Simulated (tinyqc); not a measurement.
Worked calculation: single-oscillator infrared dielectric function of a polar cubic crystal. Computed by tinyqc, a small Python program that keeps every step. Command: `OMP_NUM_THREADS=1 python tinyqc.py 3001352 3001353 out.jsonl infrared walk`. One thread of a shared host (Intel(R) Xeon(R) Processor @ 2.30GHz), about 0.01 s of CPU time with the checks. Intermediate numbers are printed to about 7 digits and carried at full precision; extremes and crossings named in words are read from the listed rows.

One ion pair, charges +Z* and -Z*, in a cell of volume Omega = a^3/4. Frequencies omega are given as wavenumbers (1/cm); eps_s is the static dielectric constant.

Inputs (values chosen for the exercise, modelled on gallium arsenide):
```
quantity                         value      unit
lattice constant a               5.653  angstrom
mass M_A                         69.72         u
mass M_B                         74.92         u
omega_TO                           270      1/cm
Born charge Z*                    2.28         e
eps_inf                           11.1         -
phonon damping gamma               2.1      1/cm
probe frequency / omega_TO        1.48         -
eps_m of the surrounding medium   2.25         -
```

Structure: zinc blende. Free carriers: absent.

Constants: nu for 1 eV/(angstrom^2 u) = 15.6333042 THz; 1 THz = 33.35640952 1/cm; e^2/(4 pi eps_0) = 14.39964548 eV angstrom.

## LO frequency and static constant from the Born charge

mu = M_A M_B/(M_A + M_B); ionic plasma term W^2 = 4 pi Z*^2 (e^2/(4 pi eps_0))/(Omega mu) in eV/(angstrom^2 u), turned into 1/cm by W = 15.6333042 x 33.35640952 x sqrt(W^2); omega_LO^2 = omega_TO^2 + W^2/eps_inf; eps_s = eps_inf + W^2/omega_TO^2; Szigeti charge 3 Z*/(eps_inf + 2); longitudinal (Callen) charge Z*/eps_inf.

reduced mass mu = 36.11326 u

W = 396.0262 1/cm

omega_LO = 295.0075 1/cm

eps_s = 13.25140

Szigeti charge = 0.5221374 e

Callen charge = 0.2054054 e

omega_LO/omega_TO = 1.093; the ions supply 16 % of eps_s.

## Optical constants at the probe frequency

eps(omega) = eps_inf + W^2/(omega_TO^2 - omega^2 - i gamma omega); n + i k = sqrt(eps) with k >= 0; R = |(n + i k - 1)/(n + i k + 1)|^2 at normal incidence from vacuum. omega is the probe ratio times omega_TO. Intensity decays over 1/(4 pi omega k); the loss function is Im(-1/eps).

omega = 399.6 1/cm

Re eps = 9.292881

Im eps = 0.01747475

n = 3.048424

k = 0.002866195

reflectivity R = 0.2560167

penetration depth of the intensity = 694.7986 micrometre

loss function = 2.023526e-04

Re eps is positive and k is small against n: the wave propagates.

## Spectrum around the optical phonon

The loss function is Im(-1/eps).

Spectrum:
```
omega (1/cm)      Re eps       Im eps           R    Im(-1/eps)
135             13.96845   0.01487345   0.3338888  7.622802e-05
230             18.93727    0.1892700   0.3922499  5.277203e-04
262             47.34500     4.685620   0.5580653   0.002070074
270                 11.1     276.6080   0.8409880   0.003609412
276            -35.32139     8.213015   0.9289378   0.006245381
283            -10.56813     1.791260   0.9104892    0.01559055
290            -2.862000    0.7591837   0.7980314    0.08659163
295           0.01783110    0.4860463   0.1936014      2.054652
301             2.250952    0.3159981  0.04219752    0.06116125
313             4.848095    0.1639226   0.1410565   0.006966272
339             7.368729   0.06321344   0.2130629   0.001164105
443             9.828585  0.009589034   0.2665976  9.926416e-05
738             10.76754  0.001092210   0.2839423  9.420476e-06
```

R peaks among these rows at 276 per cm with 0.93 and is lowest, 0.042, at 301; far above omega_LO it tends to ((sqrt(eps_inf) - 1)/(sqrt(eps_inf) + 1))^2 = 0.290. Im eps is largest at 270 and the loss function at 295: absorption marks the TO mode and the loss function the LO mode. Re eps is negative in some rows, where R averages 0.88.

## Surface and particle modes

Without damping, eps(omega) = -x eps_m gives omega^2 = omega_TO^2 (eps_s + x eps_m)/(eps_inf + x eps_m): x = 1 for a flat surface at large wave vector, x = 2 for the dipole mode of a small sphere. The reflectivity R for light from vacuum (not from the medium eps_m) vanishes where eps = 1, omega^2 = omega_TO^2 (eps_s - 1)/(eps_inf - 1).

surface mode = 290.9434 1/cm

sphere mode = 288.0167 1/cm

zero of R = 297.3691 1/cm

Both modes lie between omega_TO and omega_LO, at 84 % and 72 % of the way up.

## Phonon polaritons

Transverse waves without damping obey Q^2 = omega^2 eps(omega), Q = wave vector/(2 pi) in 1/cm: eps_inf omega^4 - (eps_inf omega_LO^2 + Q^2) omega^2 + Q^2 omega_TO^2 = 0.

Branches (1/cm):
```
Q     lower branch  upper branch  Q/sqrt(eps_s)  Q/sqrt(eps_inf)
98         26.8994       295.247         26.921           29.415
290        79.0652       297.245         79.665           87.044
590       155.8748       306.746        162.077          177.089
980       227.6194       348.915        269.213          294.147
1500      257.0368       472.932        412.060          450.225
2500      266.2061       761.070        686.767          750.375
4900      269.0922      1475.697       1346.063         1470.736
9800      269.7779      2943.892       2692.125         2941.471
```

The lower branch starts as light slowed by sqrt(eps_s) (0.999 of that line) and ends at 0.999 omega_TO; the upper starts at 1.001 omega_LO and ends at 1.001 of the light line with eps_inf. No branch lies between omega_TO and omega_LO.

Checks made by the program: Lyddane-Sachs-Teller relation eps_s/eps_inf = (omega_LO/omega_TO)^2 (relative difference below 1e-10).
